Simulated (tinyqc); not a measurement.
# The trial energy against the axis ratio

Model: donor in an ellipsoidal valley (Kohn-Luttinger variational method). Computed by tinyqc, a small Python program. Command: `OMP_NUM_THREADS=1 python tinyqc.py 3023362 3023363 out.jsonl kohnlutt sweep`. One thread of a shared host (Intel(R) Xeon(R) Processor @ 2.30GHz), about 0.07 s of CPU time with the checks.

H = -(d^2/dx^2 + d^2/dy^2) - gamma d^2/dz^2 - 2/r in units built on m_t, with gamma = m_t/m_l and z along the valley axis. One valley; no valley-orbit or central-cell term.

Inputs (values chosen for the exercise, modelled on 3C-SiC): transverse mass m_t = 0.241 m_0; longitudinal mass m_l = 0.678 m_0; dielectric constant eps = 9.8.

Constants: Ry = 13.605693123 eV; a_0 = 0.529177210903 angstrom.

Method. Ry* = Ry m_t/eps^2, a* = a_0 eps/m_t, gamma = m_t/m_l. Trial function exp(-sqrt((x^2 + y^2)/a^2 + z^2/b^2)) with beta = b/a < 1: E = t/a^2 - u/a, t = (2 + gamma/beta^2)/3, u = 2 arcsin(sqrt(1 - beta^2))/sqrt(1 - beta^2); the best a is 2 t/u and E(beta) = -u^2/(4 t).

One run for each value:
```
trial ratio b/a  E(beta) (Ry*)  best a (a*)       t       u
0.15                   -0.3478       4.1300  5.9327  2.8730
0.25                   -0.7232       1.8823  2.5624  2.7227
0.36                   -1.0509       1.2265  1.5809  2.5779
0.46                   -1.2349       0.9966  1.2266  2.4615
0.67                   -1.3647       0.8258  0.9306  2.2539
0.77                   -1.3573       0.7990  0.8665  2.1690
0.88                   -1.3247       0.7866  0.8197  2.0840
0.98                   -1.2828       0.7848  0.7900  2.0134
```

Give the missing row, trial ratio b/a = 0.56.

Computed row:
```
trial ratio b/a  E(beta) (Ry*)  best a (a*)       t       u
0.56                   -1.3298       0.8863  1.0445  2.3571
```

Interpolating between the two neighbouring rows (the first column on a logarithmic scale, the others too where they are positive) misses most in E(beta) (Ry*), by 2.0 %. Over the rows, E(beta) (Ry*) goes from -0.348 through a minimum among these rows, -1.36 at 0.670, to -1.28; best a (a*) falls from 4.13 to 0.785 (exponent d ln y / d ln x -1.5 between the first rows and -0.022 between the last); t falls from 5.93 to 0.790 (exponent d ln y / d ln x -1.6 between the first rows and -0.34 between the last). Flattening raises the kinetic term t through gamma/beta^2 and the attraction u through a smaller mean distance; the minimum balances the two.

Extremes, crossings and ranges named in words are read from the listed rows.
